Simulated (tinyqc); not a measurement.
What moves the results: model-solid line-up of a strained alloy layer on a substrate. A value that a table varies takes the place of the one given here.

All values of the alloy are linear in x but the gap, Eg(x) = (1 - x) Eg_A + x Eg_B - C x (1 - x), and the valence edge, Ev(x) = (1 - x) Ev_A + x Ev_B + fv C x (1 - x); Ec = Ev + Eg. Ev is the top of the unstrained valence band on a scale common to all materials. In the layer only the Gamma valley of the conduction band is followed, also where an X or L valley would lie lower.

Coherent growth on a (001) face: e_par = (a_s - a)/a, e_perp = -2 (C12/C11) e_par; exx = eyy = e_par, ezz = e_perp, no shear.

Strained edges: Ec + ac tr(e); the valence edges are Ev plus the levels of the 6 x 6 matrix of X, Y, Z times spin with -Dso/3 + l exx + m (eyy + ezz) on the diagonal (cyclic), n exy off it, l = av + 2 b, m = av - b, n = sqrt(3) d. Spin-orbit term (Dso/3) L.sigma on X, Y, Z with (L_k)_ij = -i epsilon_kij: <X+|H|Y+> = -i Dso/3, <X+|H|Z-> = Dso/3, <Y+|H|Z-> = -i Dso/3, <Z+|H|X-> = -Dso/3, <Z+|H|Y-> = i Dso/3, <X-|H|Y-> = i Dso/3, and their conjugates; + and - are the spin along z.

dEc = Ec(substrate) - Ec(layer), dEv = Ev(layer) - Ev(substrate); positive values confine the carrier in the layer. Type I: both of one sign; type II: opposite signs; type III: the gaps do not overlap.

Coherent growth: e_par = (a_s - a)/a. (001): e_perp = -2 (C12/C11) e_par; exx = eyy = e_par, ezz = e_perp, no shear. (111): e_perp = -(2 C11 + 4 C12 - 4 C44)/(C11 + 2 C12 + 4 C44) e_par; exx = eyy = ezz = (2 e_par + e_perp)/3 and exy = eyz = ezx = (e_perp - e_par)/3. (110): e_perp = -(C11 + 3 C12 - 2 C44)/(C11 + C12 + 2 C44) e_par; exx = eyy = (e_par + e_perp)/2, ezz = e_par, exy = (e_perp - e_par)/2, eyz = ezx = 0.

Parameters, chosen for this exercise (A near AlAs, B near InAs, substrate near Ge; not measured data):
- a = (5.658, 6.051) angstrom (lattice constant of A, B)
- Eg = (3.054, 0.414) eV (gap at Gamma to the s-like level of A, B)
- Dso = (0.283, 0.392) eV (spin-orbit splitting of A, B)
- Ev = (-1.31, -0.59) eV (top of the unstrained valence band of A, B)
- ac = (-5.6, -5.08) eV (conduction deformation potential of A, B)
- av = (2.49, 0.99) eV (valence hydrostatic potential of A, B)
- b = (-2.3, -1.82) eV (tetragonal shear potential of A, B)
- d = (-3.4, -3.61) eV (trigonal shear potential of A, B)
- C11 = (125.8, 82.4) GPa (of A, B)
- C12 = (53.8, 44.7) GPa (of A, B)
- C44 = (53.7, 40.1) GPa (of A, B)
- C = 0.683 eV (bowing of the gap)
- fv = 0 (share of the bowing taken by the valence edge)
- a_s = 5.65 angstrom (substrate)
- Eg_s = 0.741 eV (lowest gap of the substrate)
- Ev_s = -0.35 eV (substrate valence edge)
- face = 001 (growth face)
- x = 0.21 (fraction of B)

## Composition against offsets

Each composition is strained to the same substrate.

Results:

| x | e_par (%) | relaxed gap (eV) | strained gap (eV) | valence splitting (meV) | dEc (eV) | dEv (eV) | type |
|---|---|---|---|---|---|---|---|
| 0.02 | -0.28 | 2.988 | 3.002 | 23 | -1.319 | -0.942 | I |
| 0.08 | -0.69 | 2.793 | 2.825 | 52 | -1.193 | -0.892 | I |
| 0.13 | -1.04 | 2.634 | 2.681 | 73 | -1.091 | -0.850 | I |
| 0.19 | -1.44 | 2.447 | 2.511 | 93 | -0.971 | -0.799 | I |
| 0.25 | -1.85 | 2.266 | 2.344 | 110 | -0.856 | -0.747 | I |
| 0.31 | -2.25 | 2.090 | 2.180 | 125 | -0.745 | -0.694 | I |
| 0.36 | -2.58 | 1.946 | 2.047 | 135 | -0.656 | -0.650 | I |
| 0.42 | -2.97 | 1.779 | 1.889 | 145 | -0.551 | -0.596 | I |

What does this show?

The layer stays under compression over this range. The strained gap runs from 3.002 to 1.889 eV, against 2.988 to 1.779 eV for the relaxed alloy: strain takes back part of the change that the composition makes. Strains above 2 % can be kept only in layers of a few nanometres. The line-up is type I throughout, with the layer as the barrier. Where the alloy is indirect its X or L edge, left out, lies lower and sets the real gap and dEc.

## The same layer on three faces

Composition and substrate are kept.

Results:

| face | e_perp (%) | tr(e) (%) | shift of Ec (meV) | shift of Ev (meV) | valence splitting (meV) | gap (eV) |
|---|---|---|---|---|---|---|
| (001) | 1.403 | -1.751 | 96.2 | 27.4 | 99.5 | 2.4550 |
| (111) | 0.884 | -2.270 | 124.7 | -0.4 | 80.4 | 2.5114 |
| (110) | 0.996 | -2.158 | 118.5 | 5.7 | 85.1 | 2.4991 |

What can be read from the table?

The layer yields most along the normal on (001) and least on (111), so the volume change, and with it the shift of Ec, is largest on (111). The valence splitting, set by b on (001), by d on (111) and by both on (110), is largest on (001). The gaps span 56 meV, from (001) to (111).

## What each parameter does

Strained gap, valence splitting and offsets. Each row changes one parameter from the base and keeps the others.

Results:

| case | gap (eV) | splitting (meV) | dEc (eV) | dEv (eV) |
|---|---|---|---|---|
| base | 2.4550 | 99.5 | -0.9327 | -0.7814 |
| x = 0.23 | 2.3994 | 105.1 | -0.8943 | -0.7641 |
| a_s = 5.67 angstrom | 2.4398 | 83.1 | -0.9114 | -0.7874 |
| C = 0.783 eV | 2.4384 | 99.5 | -0.9161 | -0.7814 |
| fv = 0.2 | 2.4550 | 99.5 | -0.9553 | -0.7587 |
| Ev_s = -0.3 eV | 2.4550 | 99.5 | -0.8827 | -0.8314 |
| b = (-2.645, -2.093) eV | 2.4452 | 109.0 | -0.9327 | -0.7715 |
| Dso = (0.325, 0.451) eV | 2.4550 | 103.6 | -0.9327 | -0.7814 |
| C12 = (61.87, 51.405) GPa | 2.4343 | 104.1 | -0.9211 | -0.7722 |

What does this show?

The largest shifts from the base row, up to three for each result and ties (the steps differ in size, so this ranks the rows, not the parameters). gap (eV): x -0.0556, C12 -0.0208, C -0.0166; unchanged at the printed digits by fv, Ev_s and Dso. splitting (meV): a_s -16.4, b +9.5, x +5.7; unchanged at the printed digits by C, fv and Ev_s. dEc (eV): Ev_s +0.0500, x +0.0384, fv -0.0227; unchanged at the printed digits by b and Dso. dEv (eV): Ev_s -0.0500, fv +0.0227, x +0.0173; unchanged at the printed digits by C and Dso.

Program tinyqc; command `OMP_NUM_THREADS=1 python tinyqc.py 1050163 1050164 out.jsonl`; about 0.01 s on one thread of a shared Intel(R) Xeon(R) Processor @ 2.30GHz.
